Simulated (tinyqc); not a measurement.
Stark shift: graded (staircase) quantum well by finite differences.

Finite differences on points z_i at the centres of cells of width h: H_ii = (c/h^2)(1/m_(i-1/2) + 1/m_(i+1/2)) + V_i, H_(i,i+1) = -(c/h^2)/m_(i+1/2), where m_(i+1/2) is the mean of the masses at the two points (the end values are repeated outwards), psi = 0 on the points beyond both ends, c = hbar^2/2m0. The field adds e F (z - z0) with z0 the middle of the structure; 1 kV/cm = 1e-5 eV/angstrom.

Constants: hbar^2/2m0 = 3.80998211 eV angstrom^2.

Values chosen for the exercise (out of a larger set: near those of a GaAs well in AlGaAs; not measured data):

| symbol | value | unit | meaning |
|---|---|---|---|
| layers | ((104, 0.154, 0.0828), (26, 0.068, 0.073), (26, 0.017, 0.0671), (26, 0, 0.0651), (26, 0.017, 0.0671), (26, 0.068, 0.073), (104, 0.154, 0.0828)) |  | each layer: thickness in angstrom, band edge in eV, mass in m0 |
| hf | 1.625 | angstrom | cell width of the fine grid |
| Fs | (0, 5, 10, 15, 20, 25, 30) | kV/cm | fields |

Fine grid. Perturbation theory: dE1 = e F z_11 - beta (e F)^2 with beta = sum_j z_1j^2/(E_j - E_1) over the 13 next levels at zero field, z from z0.

Levels against field:

| F (kV/cm) | E1 (eV) | E2 (eV) | dE1 (meV) | second order (meV) | <z - z0> (angstrom) | E2 - E1 (meV) |
|---|---|---|---|---|---|---|
| 0 | 0.0379 | 0.1108 | 0.00 | 0.00 | 0.0 | 72.9 |
| 5.00 | 0.0379 | 0.1107 | -0.03 | -0.03 | -1.1 | 72.9 |
| 15.0 | 0.0377 | 0.1103 | -0.24 | -0.24 | -3.2 | 72.6 |
| 20.0 | 0.0375 | 0.1099 | -0.42 | -0.42 | -4.2 | 72.4 |
| 25.0 | 0.0372 | 0.1094 | -0.66 | -0.66 | -5.3 | 72.1 |
| 30.0 | 0.0370 | 0.1087 | -0.95 | -0.95 | -6.4 | 71.8 |

Give the missing row, F (kV/cm) = 10.0.

Computed row:
```
F (kV/cm)  E1 (eV)  E2 (eV)  dE1 (meV)  second order (meV)  <z - z0> (angstrom)  E2 - E1 (meV)
10.0        0.0378   0.1106      -0.11               -0.11                 -2.1           72.8
```

z_11 = 0.00 angstrom
beta = 1.056e+04 angstrom^2/eV

At zero field the state is centred, so the shift starts as F^2; it turns linear only if the state is pulled to one side. At 30 kV/cm E1 has moved by -0.95 meV, where second order gives -0.95 meV; they differ by 0.3 % there. The electron moves by -6.4 angstrom, against the rise of the potential. From 30 kV/cm on E2 lies above the lowest point of the outer barrier, so it is a resonance or a state of the finite grid, held or pushed up by its ends. E2 - E1 shrinks with the field; the ends are 72.9 and 71.8 meV.

Run: tinyqc, `OMP_NUM_THREADS=1 python tinyqc.py 1250681 1250682 out.jsonl`; Intel(R) Xeon(R) Processor @ 2.30GHz, one thread, shared host; about 0.01 s of CPU time with all checks.
